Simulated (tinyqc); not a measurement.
# Admittance spectroscopy and thermally stimulated current of one trap level in a depletion layer, step by step

A worked calculation. Computed by tinyqc, a small Python program that keeps every step. Command: `OMP_NUM_THREADS=1 python tinyqc.py 3110025 3110026 out.jsonl admit walk`. One thread of a shared host (Intel(R) Xeon(R) Processor @ 2.30GHz), about 0.01 s of CPU time with the checks. Intermediate numbers are printed to about 6 digits and carried at full precision; extremes and crossings named in words are read from the listed rows.

A Schottky junction on n-type material holds one donor-like electron trap; shallow donors are fully ionised and abrupt depletion edges are assumed.

Inputs (values chosen for the exercise, modelled on n-type GaN):

| quantity | value | unit |
|---|---|---|
| dielectric constant eps | 9.32 | - |
| density-of-states mass m | 0.195 | m_0 |
| shallow doping N | 2.1e+15 | 1/cm^3 |
| trap density N_t | 1.1e+14 | 1/cm^3 |
| trap depth E_t below the band | 0.579 | eV |
| capture cross section sigma | 2.2e-16 | cm^2 |
| band bending V_b | 1.5 | V |
| test frequency f | 300 | Hz |
| heating rate beta | 0.18 | K/s |

Constants: k_B = 1.380649e-23 J/K; m_0 = 9.1093837015e-31 kg; h = 6.62607015e-34 J s; k_B = 8.617333262e-05 eV/K; eps_0 = 8.8541878128e-12 F/m; e = 1.602176634e-19 C.

## Temperature of the peak

N_c = 2 (2 pi m k_B T/h^2)^(3/2), v_th = sqrt(3 k_B T/m), emission rate e_n = sigma v_th N_c exp(-E_t/(k_B T)). Where the level crosses the Fermi level capture equals emission, so the trap follows the signal with the rate 2 e_n; G/omega peaks at omega = 2 e_n (the correction for large N_t/N is left out). Solve 2 e_n(T_p) = 2 pi f.

peak temperature T_p = 396.117 K

N_c at T_p = 3.27852e+18 1/cm^3

e_n at T_p = 942.478 1/s

E_c - E_F = k_B T_p ln(N_c/N) = 0.251000 eV

## The capacitance step

With E_c - E_F = k_B T_p ln(N_c/N): lambda = sqrt(2 eps eps_0 (E_t - (E_c - E_F))/(e^2 N)); traps are empty and charged for x < x_t = w - lambda, and V_b = e (N w^2 + N_t x_t^2)/(2 eps eps_0). High frequency: C_hf = eps eps_0/w. Low frequency: C_lf = eps eps_0 (N + N_t)/(N w + N_t x_t).

lambda = 401.115 nm

depletion width w = 851.567 nm

crossing point x_t = 450.451 nm

C_hf = 9.69050 nF/cm^2

C_lf = 9.92315 nF/cm^2

step (C_lf - C_hf)/C_hf = 0.0240079

small-N_t estimate (N_t/N)(lambda/w) = 0.0246731

Reading N_t/N straight from the step would give 0.0240 against the true 0.0524: the factor lambda/w must be known.

## Scan in temperature at fixed frequency

With x = omega/(2 e_n): C = C_hf + (C_lf - C_hf)/(1 + x^2), G/omega = (C_lf - C_hf) x/(1 + x^2); C_hf and C_lf are held at their values at T_p.

Admittance:

| T (K) | omega/(2 e_n) | C (nF/cm^2) | G/omega (nF/cm^2) |
|---|---|---|---|
| 348.6 | 13.0355 | 9.69186 | 0.017743 |
| 364.4 | 5.1723 | 9.69888 | 0.043359 |
| 376.3 | 2.7073 | 9.71843 | 0.075617 |
| 388.2 | 1.4716 | 9.76399 | 0.108153 |
| 396.1 | 1.0008 | 9.80672 | 0.116324 |
| 404.0 | 0.6905 | 9.84804 | 0.108778 |
| 415.9 | 0.4048 | 9.89039 | 0.080921 |
| 431.8 | 0.2072 | 9.91357 | 0.046215 |
| 451.6 | 0.0957 | 9.92103 | 0.022072 |

The peak of G/omega is half the step, 0.116 nF/cm^2. Its full width is near 2 ln(2 + sqrt3) k_B T_p^2/(E_t + 2 k_B T_p) = 55.0 K.

## Arrhenius plot

T_p for 0.1, 0.3, 1, 3 and 10 f; least-squares lines of ln(e_n/T^2) and of ln(e_n) against 1/(k_B T), e_n = pi f; sigma = exp(intercept)/(v_th N_c/T^2).

Peaks:

| f (Hz) | T_p (K) | 1/(k_B T) (1/eV) | ln(e_n/T^2) | ln(e_n) |
|---|---|---|---|---|
| 30 | 352.996 | 32.8744 | -7.18699 | 4.54593 |
| 90 | 372.396 | 31.1617 | -6.19538 | 5.64454 |
| 300 | 396.117 | 29.2957 | -5.11491 | 6.84851 |
| 900 | 420.397 | 27.6037 | -4.13527 | 7.94712 |
| 3000 | 450.438 | 25.7627 | -3.06934 | 9.15110 |

depth from e_n/T^2 = 0.579 eV

cross section from the intercept = 2.20e-16 cm^2

depth without the T^2 = 0.647483 eV

Leaving out T^2 adds 68 meV, near 2 k_B T_p = 68 meV.

## Thermally stimulated current

Thermally stimulated current without retrapping: filled share n(T) = exp(-(1/beta) int e_n dT), current proportional to e_n n; the peak obeys beta (E_t/(k_B T^2) + 2/T) = e_n(T). The integral starts at 0.5 T_m and uses 4000 trapezoid steps to 1.2 T_m. Chen's first-order estimate from the full width W = T_2 - T_1 between the half-height points: E = 2.52 k_B T_m^2/W - 2 k_B T_m.

peak temperature T_m = 250.917 K

lower half-height T_1 = 239.052 K

upper half-height T_2 = 259.457 K

filled share at T_m = 0.391106

E_t/(k_B T_m) = 26.7778

symmetry factor (T_2 - T_m)/(T_2 - T_1) = 0.418512

depth by Chen's formula = 0.626791 eV

The slow ramp empties the trap at 251 K, far below the admittance peak at 396 K, since the rate asked for is 0.021 per second instead of 940. Chen's formula, made for a constant prefactor, gives 48 meV more than E_t.

Checks made by the program: C_lf against dQ/dV by differences (relative difference below 1e-10); depth recovered (relative difference below 1e-10); peak of the integrated curve (relative difference 2e-05).
